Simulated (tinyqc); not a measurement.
Frequency dispersion of an accumulation capacitance by border traps, distributed model: effect of the density of border traps.

Traps spread evenly through the insulator exchange electrons with the semiconductor by tunnelling, with tau(x) = t0 exp(2 ka x) at depth x from the interface. The admittance per area Y seen at depth x obeys dY/dx = -Y^2/(i w eps0 eox) + q Nb ln(1 + i w tau)/tau, with Y(0) = i w Cs and w = 2 pi f; the gate sees Y(tox) = G + i w C. Working variable y = Y/(i w), in uF/cm^2. Cox = eps0 eox/tox.

Cox; trap-free value 1/(1/Cox + 1/Cs); response depth d = ln(1/(w t0))/(2 ka), where w tau = 1; lumped estimate: all traps within d act as C_bt = q Nb d placed at d/2, so C = 1/{1/[1/(1/Cs + d/(2 eps0 eox)) + C_bt] + (tox - d/2)/(eps0 eox)}. C and G from a fine integration; dispersion -d C/d log10 f over C, from f times and over 1.1. For a broad spread of time constants G/w is close to -(pi/2) dC/d ln w.

Inputs (values chosen for the exercise); permittivity close to that of zirconium oxide: relative permittivity of the insulator eox = 21.5; insulator thickness tox = 7.8 nm; semiconductor capacitance in accumulation Cs = 5.3 uF/cm^2; decay constant of the wave function in the insulator ka = 4.7 1/nm; time constant of a trap at the interface t0 = 7e-9 s; frequency f = 1e5 Hz.

Constants: q = 1.602176634e-19 C, eps0 = 8.8541878128e-14 F/cm where lengths are in cm. Results are converted to the units shown.

The same in every row: d (nm) = 0.5773; trap-free C (uF/cm^2) = 1.671.

Results:
```
Nb (cm^-3 eV^-1)  C (uF/cm^2)  G/w (uF/cm^2)  dispersion (% a decade)  -(pi/2) dC/d ln w (uF/cm^2)  lumped C (uF/cm^2)
1e18                    1.672       3.766e-4                  0.03301                     3.766e-4               1.672
2e18                    1.674       7.513e-4                  0.06579                     7.512e-4               1.673
6e18                    1.679       0.002231                   0.1948                     0.002231               1.677
1e19                    1.684       0.003680                   0.3203                     0.003680               1.682
7e19                    1.756        0.02223                    1.857                      0.02224               1.740
2e20                    1.880        0.04787                    3.729                      0.04782               1.843
4e20                    2.015        0.06682                    4.828                      0.06638               1.958
```

Estimate the missing row, Nb = 3e19 cm^-3 eV^-1.

Computed row:
```
Nb (cm^-3 eV^-1)  C (uF/cm^2)  G/w (uF/cm^2)  dispersion (% a decade)  -(pi/2) dC/d ln w (uF/cm^2)  lumped C (uF/cm^2)
3e19                    1.709        0.01050                   0.9005                      0.01050               1.702
```

With this row back in the table: As Nb goes from 1e18 to 4e20, C rises from 1.67 to 2.02 uF/cm^2, the dispersion rises from 0.0330 to 4.83 % a decade and G/w rises from 3.77e-4 to 0.0668 uF/cm^2. The lumped estimate is 0.015 % below C in the first row and 2.9 % below it in the last. The dispersion goes as Nb^(1.00) between the first two rows and Nb^(0.37) between the last two: dense traps near the interface screen those behind them.

tinyqc, about 0.4 s, one thread, Intel Xeon 2.30GHz (shared host): `OMP_NUM_THREADS=1 python tinyqc.py 2202093 2202094 out.jsonl`
